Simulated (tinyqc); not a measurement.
Worked calculation: band gaps under pressure and temperature from deformation potentials. Values are carried at full precision from step to step, so a last printed digit may differ when a step is redone from the rounded ones.

Murnaghan: V/V0 = (1 + Bp P/B0)^(-1/Bp), B0 = (C11 + 2 C12)/3. Each gap moves by a ln(V/V0) with its volume potential a, and falls with temperature by aV T^2/(T + bV) (Varshni); the two effects are added. No change of phase is considered.

Values chosen for the exercise (near those of GaP, the X and L potentials typical of such crystals; shifted at random, so the results belong to these values and not to a real crystal):
```
symbol  value                  unit    meaning
C11     139.7                  GPa
C12     61.5                   GPa
Bp      4.4                            pressure derivative of the bulk modulus
P       1.4                    GPa     pressure
Eg      2.907                  eV      gap at Gamma to the s-like level at 0 K, 0 GPa
EgX     2.31                   eV      gap to X at 0 K, 0 GPa
EgL     2.773                  eV      gap to L at 0 K, 0 GPa
aG      -9.95                  eV      volume potential of the Gamma gap
aX      1.43                   eV      volume potential of the X gap
aL      -2.66                  eV      volume potential of the L gap
aV      (0.558, 0.572, 0.549)  meV/K   Varshni alpha of Gamma, X, L
bV      (363, 383, 388)        K       Varshni beta of Gamma, X, L
T       77                     K       temperature
aT      4.8                    1e-6/K  linear thermal expansion near 300 K
```

## Volume under pressure

Give B0, V/V0, ln(V/V0), the change of the lattice constant and the linear estimate -P/B0.

B0 = 87.57 GPa
V/V0 = 0.98467
ln(V/V0) = -0.01545
change of a = -0.514 %
-P/B0 = -0.01599

The stiffening under pressure makes the compression 3.4 % smaller than the linear estimate.

## Gaps at P and T

Give both shifts and the gaps.

pressure shifts (eV): Gamma 0.1537, X -0.0221, L 0.0411

temperature shifts (eV): Gamma -0.0075, X -0.0074, L -0.0070

gaps (eV): Gamma 3.0532, X 2.2805, L 2.8071

The lowest valley is X (indirect gap), 527 meV below L; at 0 K and 0 GPa it is X.

## Pressure coefficients

Expand in P: E = E0 + c1 P + c2 P^2 with c1 = -a/B0 and c2 = a Bp/(2 B0^2).

c1 (meV/GPa): Gamma 113.63, X -16.33, L 30.38

c2 (meV/GPa^2): Gamma -2.855, X 0.410, L -0.763

Gamma and L rise under pressure and X falls, as the signs of the volume potentials say.

## Pressures at which the valleys cross

Two gaps meet at ln(V/V0) = -(E_i - E_j)/(a_i - a_j), with the gaps at T and P = 0; then P = (B0/Bp)(exp(-Bp ln(V/V0)) - 1). A dash marks expansion or a compression beyond ln(V/V0) = -0.3.

Crossings:
```
pair     E_i - E_j (eV)  ln(V/V0)  P (GPa)
Gamma-X          0.5969    0.0524        -
Gamma-L          0.1335    0.0183        -
L-X              0.4634    0.1133        -
```

The lowest valley stays X down to ln(V/V0) = -0.3, far beyond the phase change of the real crystal near 22 GPa.

## How much of dE/dT is thermal expansion

At 300 K: dE/dT = -aV T (T + 2 bV)/(T + bV)^2; expansion alone gives 3 aT a; the rest is electron-phonon coupling.

dE/dT (meV/K): Gamma -0.3907, X -0.3921, L -0.3744

from expansion (meV/K): Gamma -0.1433, X 0.0206, L -0.0383

remainder (meV/K): Gamma -0.2474, X -0.4127, L -0.3361

Expansion supplies 37 % of the slope at Gamma and 10 % at L; at X it works against the fall.

## Checks

- Slope of the Gamma gap at P = 0 by finite differences against c1 (meV/GPa): both 113.63.

tinyqc: `OMP_NUM_THREADS=1 python tinyqc.py 1081286 1081287 out.jsonl`; about 0.01 s, one thread, shared Intel(R) Xeon(R) Processor @ 2.30GHz.
